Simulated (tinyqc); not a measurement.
Mobility of a non-polar semiconductor in the relaxation-time approximation: one step, computed by the program tinyqc.

Each valley is treated as a sphere of mass m_d for states and rates, with one isotropic relaxation time; the conductivity mass m_c sets the current.

Problem. Rates at a few energies. Parabolic band: E = hbar^2 k^2/(2 m), speed v = hbar k/m, states per spin, volume and energy g(E) = m k/(2 pi^2 hbar^2). Here m = m_d. Masses are multiplied by m_0 and all formulas are in SI units. Phonon occupation N_q = 1/(exp(hbar w/(k_B T)) - 1). Acoustic deformation potential (elastic, equipartition, absorption and emission together): 1/tau = 2 pi k_B T D_A^2 g(E)/(hbar rho v_l^2). Optical or intervalley deformation potential: 1/tau = (pi Z_f D_o^2/(rho w)) [N_q g(E + hbar w) + (N_q + 1) g(E - hbar w)], with g = 0 below the band edge. Each optical term is multiplied by (1 - f(E'))/(1 - f(E)), E' the final energy, for Pauli blocking. Singly charged impurities, momentum relaxation: 1/tau = N_I e^4 m (1 + 2 alpha E) Phi/(8 pi (eps_s eps_0)^2 hbar^3 k^3), with alpha = 0 for a parabolic band. Brooks-Herring: Phi = ln(1 + b) - b/(1 + b), b = 4 k^2 L_s^2.

Inputs (values chosen for the exercise, modelled on holes in germanium):
```
quantity                                          value       unit
static permittivity eps_s                            16          -
density rho                                        5323     kg/m^3
sound velocity v_l                                 5460        m/s
acoustic deformation potential D_A                  5.1         eV
phonon energy hbar w                               37.6        meV
optical or intervalley deformation potential D_o    8.8  1e8 eV/cm
final valleys Z_f                                     1          -
temperature T                                       400          K
```

Band: parabolic. Impurity formula: Brooks-Herring. Further scattering: none.

reduced Fermi level eta = -10.32656

density-of-states mass m_d = 0.302 m_0

ionised impurity density N_I = 2.10e+14 1/cm^3

screening length L_s = 380.9680 nm

Constants: k_B = 8.617333262e-05 eV/K; k_B = 1.380649e-23 J/K; e = 1.602176634e-19 C; hbar = 1.054571817e-34 J s; m_0 = 9.1093837015e-31 kg; hbar = 6.582119569e-16 eV s; eps_0 = 8.8541878128e-12 F/m.

Give: Rates (1e12/s) at E = (max(eta, 0) + 0.5, 1, 2, 4) k_B T.

Solution.

Rates (1e12/s) at E = (max(eta, 0) + 0.5, 1, 2, 4) k_B T:
```
E (meV)  acoustic  optical  ionised impurity
17.2        0.641    0.858           0.01310
34.5        0.907    0.984           0.00494
68.9        1.282    3.128           0.00186
137.9       1.814    4.991           0.00070
```
